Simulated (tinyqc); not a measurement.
In-plane mass from two subband densities.

Question. At zero temperature each occupied subband holds N_k = D (EF - E_k), D = md m0 q/(pi hbar^2) per eV. Two subbands are occupied. Find md, EF - E1 and EF - E2.

Constants: q = 1.602176634e-19 C, hbar = 1.054571817e-34 J s, m0 = 9.1093837015e-31 kg. Results are converted to the units shown.

N1, N2 (cm^-2): [1.0399623e12, 7.4e10]
E2 - E1 = 49.2 meV

Answer. N1 - N2 = D (E2 - E1) gives D and so md; each N_k/D is a distance to EF.

md = 0.04700 m0
EF - E1 = 52.97 meV
EF - E2 = 3.769 meV

Numbers from tinyqc (`OMP_NUM_THREADS=1 python tinyqc.py 2140020 2140021 out.jsonl`; about 0.1 s on one thread of a shared Intel Xeon 2.30GHz).
